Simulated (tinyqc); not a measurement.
# Bandgap voltage reference from two bipolar transistors: output against temperature

Two transistors of area 1 and N carry the same current I. Is(T) = Is (T/T0)^eta exp[(Vg0 q/kB)(1/T0 - 1/T)], VBE1 = Vt ln(I/Is(T)) + I rb, VBE2 = Vt ln(I/(N Is(T))) + I rb/N. The amplifier forces I R1(T) = VBE1 - VBE2 + Vos, with R(T) = R (1 + tc (T - T0)) for both resistors, and the output is Vref = VBE1 + I R2(T). Base currents and the Early effect are neglected.

Vt = kB T/q; I = (Vt ln N + Vos)/(R1(T) - rb (1 - 1/N)).

Inputs (values chosen for the exercise); values of the order met in silicon bipolar transistors: reference temperature T0 = 300 K; band-gap voltage extrapolated to 0 K Vg0 = 1.175 V; temperature exponent of the saturation current eta = 4.2; saturation current of the unit transistor at T0 Is = 3e-17 A; area ratio of the second transistor N = 10; resistor across which the difference of VBE falls, at T0 R1 = 3.8 kohm; temperature coefficient of both resistors tc = 0 ppm/K; offset of the amplifier Vos = 2.1 mV; series resistance of the unit transistor rb = 0 ohm; output resistor at T0 R2 = 34.69 kohm.

Constants: q = 1.602176634e-19 C, kB = 1.380649e-23 J/K. Results are converted to the units shown.

Output against temperature:
```
T (K)	I (uA)	VBE1 (V)	I R2 (V)	Vref (V)	Vref - Vref(T0) (mV)	dVref/dT (uV/K)
218	11.936	0.84811	0.41405	1.2622	1.1665	32.161
233	12.719	0.82129	0.44122	1.2625	1.5097	13.800
253	13.763	0.78511	0.47745	1.2626	1.5553	-8.9209
273	14.808	0.74849	0.51368	1.2622	1.1643	-29.911
298	16.113	0.70215	0.55896	1.2611	0.11001	-54.083
323	17.418	0.65523	0.60425	1.2595	-1.5236	-76.305
348	18.724	0.60778	0.64953	1.2573	-3.6914	-96.868
373	20.029	0.55983	0.69482	1.2546	-6.3551	-116.00
398	21.335	0.51142	0.74010	1.2515	-9.4813	-133.90
423	22.640	0.46257	0.78538	1.2480	-13.041	-150.70
```

VBE1 falls by 1.88 mV/K on average and I R2 rises by 1.81 mV/K. The slope of Vref vanishes at T = 245 K. Between 233 and 398 K Vref spans 11.1 mV, or 53.3 ppm/K by the box method (span over the average over T, over 165 K).

Numbers from tinyqc (`OMP_NUM_THREADS=1 python tinyqc.py 2062070 2062071 out.jsonl`; about 0.02 s on one thread of a shared Intel Xeon 2.30GHz).
